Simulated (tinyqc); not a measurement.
Frequency dispersion of an accumulation capacitance by border traps, distributed model: two steps of the calculation.

Traps spread evenly through the insulator exchange electrons with the semiconductor by tunnelling, with tau(x) = t0 exp(2 ka x) at depth x from the interface. The admittance per area Y seen at depth x obeys dY/dx = -Y^2/(i w eps0 eox) + q Nb ln(1 + i w tau)/tau, with Y(0) = i w Cs and w = 2 pi f; the gate sees Y(tox) = G + i w C. Working variable y = Y/(i w), in uF/cm^2. Cox = eps0 eox/tox.

Parameters, values chosen for the exercise; permittivity close to that of hafnium oxide:
```
symbol   value         unit                                               meaning
eox       18.3                             relative permittivity of the insulator
tox        3.5           nm                                   insulator thickness
Cs        0.51      uF/cm^2             semiconductor capacitance in accumulation
Nb      9.5e19  cm^-3 eV^-1                               density of border traps
ka         4.7         1/nm  decay constant of the wave function in the insulator
t0       2e-10            s              time constant of a trap at the interface
f          1e6           Hz                                             frequency
xe         1.2           nm               depth down to which the steps are taken
```

Constants: q = 1.602176634e-19 C, eps0 = 8.8541878128e-14 F/cm where lengths are in cm. Results are converted to the units shown.

Problem 1. Scales and lumped estimate. Cox; trap-free value 1/(1/Cox + 1/Cs); response depth d = ln(1/(w t0))/(2 ka), where w tau = 1; lumped estimate: all traps within d act as C_bt = q Nb d placed at d/2, so C = 1/{1/[1/(1/Cs + d/(2 eps0 eox)) + C_bt] + (tox - d/2)/(eps0 eox)}.

Find: Cox; trap-free C; d; C_bt; lumped C.

Solution 1.

Cox = 4.6295 uF/cm^2
trap-free C = 0.45939 uF/cm^2
d = 0.71057 nm
C_bt = 1.0815 uF/cm^2
lumped C = 1.2126 uF/cm^2

The traps within reach amount to 2.12 Cs and lie in the first 20.3 % of the insulator.

Problem 2. Capacitance and conductance at the gate. Beyond xe the traps are ignored, so 1/y(tox) = 1/y(xe) + (tox - xe)/(eps0 eox); C = Re y, G/w = -Im y, loss tangent G/(w C).

y at xe = 1.6217093-0.2267165i uF/cm^2

Wanted: y at the gate; C; G/w; loss tangent.

Solution 2.

y at the gate = 1.322-0.150i uF/cm^2
C = 1.322 uF/cm^2
G/w = 0.1497 uF/cm^2
loss tangent = 0.1132

tinyqc, about 0.3 s, one thread, Intel Xeon 2.30GHz (shared host): `OMP_NUM_THREADS=1 python tinyqc.py 2202002 2202003 out.jsonl`
